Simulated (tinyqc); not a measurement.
Current of a Schottky diode by thermionic-emission-diffusion theory, and its read-back from I-V-T and C-V data. Changing the standard deviation sigma. Computed by tinyqc, a small Python program. Command: `OMP_NUM_THREADS=1 python tinyqc.py 3030168 3030169 out.jsonl schottky sweep`. One thread of a shared host (Intel(R) Xeon(R) Processor @ 2.30GHz), about 0.01 s of CPU time with the checks.

Full ionisation, no tunnelling, no recombination current. V is the voltage across the junction itself, forward positive.

Inputs (values chosen for the exercise, modelled on n-type 4H-SiC):
```
quantity                                     value          unit
Richardson constant A*                         147  A/(cm^2 K^2)
effective density of states at 300 K, N_c  1.8e+19        1/cm^3
permittivity eps                               9.7             -
mobility mu                                    930    cm^2/(V s)
barrier without image force phi_0 (mean)      1.15            eV
doping N                                   5.4e+16        1/cm^3
junction voltage V                            0.54             V
temperature T                                  350             K
relative change of sigma^2 with bias, rho      0.2           1/V
```

Barrier: Gaussian spread of heights.

Constants: k_B = 8.617333262e-05 eV/K; e = 1.602176634e-19 C; eps_0 = 8.8541878128e-12 F/m.

Method:
- N_c(T) = N_c (T/300 K)^(3/2); V_bi = phi_0 - (k_B T/e) ln(N_c(T)/N); surface field F = sqrt(2 e N (V_bi - V - k_B T/e)/(eps eps_0)); image lowering d_phi = sqrt(e F/(4 pi eps eps_0)); effective barrier phi = phi_0 - d_phi - sigma^2 (1 - rho V)/(2 k_B T).
- Collection velocity v_R = A* T^2/(e N_c(T)); diffusion velocity v_D = mu F; J = e N_c(T) v_R/(1 + v_R/v_D) exp(-phi/k_B T) [exp(e V/k_B T) - 1].
- Ideality n = (e/k_B T)/(d ln J/dV) by a central difference of +/- 1 mV; J_0 = J exp(-e V/(n k_B T)); apparent barrier phi_IV = k_B T ln(A* T^2/J_0); a C-V plot gives phi_CV = phi_0, the mean without lowering.
- A least-squares line of ln(J_0/T^2) against 1/(k_B T) gives a barrier (minus the slope) and a Richardson constant (exp of the intercept).

One run for each value; columns: (1) standard deviation sigma (meV); (2) apparent barrier phi_IV (eV); (3) ideality factor n; (4) phi_CV - phi_IV (meV); (5) Richardson constant from the plot (A/(cm^2 K^2)):
```
(1)     (2)     (3)     (4)         (5)
10   1.1001  1.0260   49.89  1.3296e+02
25   1.0914  1.0279   58.59  8.6891e+01
40   1.0752  1.0313   74.76  3.9437e+01
55   1.0516  1.0364   98.38  1.2430e+01
70   1.0205  1.0431  129.47  2.7210e+00
85   0.9820  1.0515  168.01  4.1364e-01
100  0.9360  1.0618  214.01  4.3670e-02
130  0.8216  1.0882  328.40  1.6303e-04
```

Give the missing row, standard deviation sigma (meV) = 115.

Computed row; columns: (1) standard deviation sigma (meV); (2) apparent barrier phi_IV (eV); (3) ideality factor n; (4) phi_CV - phi_IV (meV); (5) Richardson constant from the plot (A/(cm^2 K^2)):
```
(1)     (2)     (3)     (4)         (5)
115  0.8825  1.0740  267.48  3.2018e-03
```

Interpolating between the two neighbouring rows (the first column on a logarithmic scale, the others too where they are positive) misses most in Richardson constant from the plot (A/(cm^2 K^2)), by 31 %. Over the rows, apparent barrier phi_IV (eV) falls from 1.10 to 0.822 (exponent d ln y / d ln x -0.0087 between the first rows and -0.58 between the last); ideality factor n rises from 1.03 to 1.09 (exponent d ln y / d ln x 0.0020 between the first rows and 0.11 between the last); phi_CV - phi_IV (meV) rises from 49.9 to 328 (exponent d ln y / d ln x 0.18 between the first rows and 1.7 between the last). The gap between C-V and I-V barriers grows as sigma^2/(2 k_B T), since capacitance averages the barrier while current seeks its low parts.
